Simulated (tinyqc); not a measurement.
# Deep-level transient spectroscopy, step by step

Numbers from tinyqc (`OMP_NUM_THREADS=1 python tinyqc.py 2050052 2050053 out.jsonl`; about 0.01 s on one thread of a shared Intel Xeon 2.30GHz). Printed values are rounded.

Schottky contact on an n-type layer with shallow donors Nd (all ionised) and a donor-like deep trap, neutral when filled and positive when empty; depletion approximation. Traps within lam of the depletion edge stay filled. A long pulse to Vp fills the traps beyond x1 = Wp - lam; back at Vr those between x1 and x2 = Wr - lam emit. A rate window reads S = C(t2) - C(t1).

Inputs (values chosen for the exercise); material values close to those of gallium nitride: relative permittivity eps_r = 9.43; conduction-band density of states at 300 K Nc = 2.26e18 cm^-3; thermal velocity at 300 K vth = 2.6e7 cm/s; shallow donor density Nd = 7e15 cm^-3; built-in voltage Vbi = 1.12 V; depth of the trap below the conduction edge Et = 0.59 eV; capture cross-section sn = 1.5e-16 cm^2; trap density Nt = 1.6e14 cm^-3; reverse bias Vr = 5.5 V; reverse bias during the filling pulse Vp = 0 V; first sampling time t1 = 0.2 ms; second sampling time t2 = 2 ms; temperature of the transient T = 426 K; field at the trap F = 24 kV/cm.

Constants: q = 1.602176634e-19 C, kB = 1.380649e-23 J/K, eps0 = 8.8541878128e-14 F/cm where lengths are in cm. Results are converted to the units shown.

## Emission rate and rate window

Emission rate en = sn vth(T) Nc(T) exp(-Et/kB T) = sn g T^2 exp(-Et/kB T), g = vth Nc/(300 K)^2, as vth goes as T^0.5 and Nc as T^1.5 (degeneracy factor 1). For an exponential transient S peaks where en = ew = ln(t2/t1)/(t2 - t1).

g = 6.52889e20 cm^-2 s^-1 K^-2
en = 1861.12 1/s
1/en = 0.537310 ms
ew = 1279.21 1/s

## Widths

lam = sqrt(2 eps0 eps_r (EF - ET)/(q Nd)), EF - ET = Et - (kB T/q) ln(Nc(T)/Nd), Nc(T) = Nc (T/300 K)^1.5. In the steady state at the band bending V, 2 eps0 eps_r V/q = Nd W^2 + Nt (W - lam)^2 (the second term only if W > lam). V = Vbi + Vr gives Wr and V = Vbi + Vp gives Wp; x1 = max(Wp - lam, 0).

lam = 231.075 nm
Wr = 986.233 nm
Wp = 407.494 nm
x1 = 176.420 nm
x2 = 755.158 nm
G = (x2^2 - x1^2)/Wr^2 = 0.554297

The rule Nt = 2 Nd |dC|/C assumes G = 1 and would understate Nt by a factor of about 1/G = 1.80 here (the limit of small Nt/Nd).

## The transient

```
sample,t (ms)
0,0
1,0.1
2,0.2
3,1.1
4,2
5,4
6,10
```

W(t)^2 = Wr^2 + (Nt/Nd)(x2^2 - x1^2) exp(-en t), C = eps0 eps_r/W; for small Nt, dC/C = -(Nt/2 Nd) G exp(-en t) with G = (x2^2 - x1^2)/Wr^2. S = C(t2) - C(t1).

```
sample,C (nF/cm^2),C - C(final) (pF/cm^2)
0,8.41293,-53.1266
1,8.42188,-44.1752
2,8.42933,-36.7221
3,8.45914,-6.9148
4,8.46476,-1.2965
5,8.46602,-0.0314
6,8.46606,0.0000
```

S = 35.4256 pF/cm^2

## Step 1: peak temperature

T at the start = 300 K

Fixed-point step for en(T) = ew: T(new) = (Et q/kB)/ln(sn g T^2/ew), g = vth Nc/(300 K)^2.

T after step 1 = 434.830 K

## Course of the iteration for the peak temperature

Start from 300 K; stop when T changes by less than 1e-8 K.

Course of the iteration:
```
step,T (K),change (K)
1,434.830,135
2,415.253,19.6
3,417.586,2.33
4,417.301,0.285
5,417.336,0.0348
6,417.331,4.24e-3
7,417.332,5.17e-4
8,417.332,6.30e-5
9,417.332,7.68e-6
10,417.332,9.36e-7
11,417.332,1.14e-7
12,417.332,1.39e-8
13,417.332,1.70e-9
```

Converged in 13 steps; each multiplies the error by -2 kB T/Et = -0.12.

## Poole-Frenkel lowering

A Coulomb centre of charge +q (when empty) in the field F lowers its barrier by dE = sqrt(q F/(pi eps0 eps_r)) along the field. One-dimensional rate: en exp(b), b = dE/kB T; three-dimensional (Hartke): en {[1 + (b - 1) exp(b)]/b^2 + 1/2}.

dE = 38.2874 meV
b = 1.04297
rate, one-dimensional = 5281.20 1/s
rate, three-dimensional = 2850.11 1/s

The one-dimensional form is 85 % above the three-dimensional one, which counts the directions in which the barrier is lowered less or not at all.
